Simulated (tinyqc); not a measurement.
Ballistic Schottky-barrier transistor with a two-dimensional channel, WKB contacts: one step of the calculation.

Source Fermi level 0, drain Fermi level -Vd. Far from the contacts Ec = pn - psi, and the gate moves psi one to one; the band edges relax as exp(-x/lam) from pn at the source and pn - Vd at the drain; Ev = Ec - Eg. A carrier of energy w inside the channel band meets at a contact a barrier of height D (the contact edge beyond the channel edge): T = 1 for w >= D, else exp(-S), S = 4 lam sqrt(m/C) [sqrt(D - w) - sqrt(w) arctan sqrt((D - w)/w)], C = hbar^2/(2 m0). The two contacts combine as Ts Td/(Ts + Td - Ts Td).

Task. Transmission of one of the electrons. S and T at both contacts for w = w0, and the tunnelling distance lam ln(D/w) at the higher barrier.

Parameters, values chosen for the exercise; channel values close to those of a black phosphorus layer: electron mass mn = 0.17 m0; screening length at the contacts lam = 4.7 nm; energy of one carrier inside the channel band w0 = 0.48 eV.

Constants: q = 1.602176634e-19 C, hbar = 1.054571817e-34 J s, m0 = 9.1093837015e-31 kg, hbar^2/(2 m0) = 0.0380998212 eV nm^2. Results are converted to the units shown.

D for electrons (eV): source 0.64000000, drain 0.54000000

Give: S at the source; S at the drain; combined T; tunnelling distance.

Result.

S at the source = 1.479
S at the drain = 0.3774
combined T = 0.2063
tunnelling distance = 1.352 nm

Range of the model: No scattering, image-force lowering, channel charge or band-to-band tunnelling; parabolic kappa overstates S deep in the gap.

tinyqc, about 0.2 s, one thread, Intel Xeon 2.30GHz (shared host): `OMP_NUM_THREADS=1 python tinyqc.py 2390021 2390022 out.jsonl`
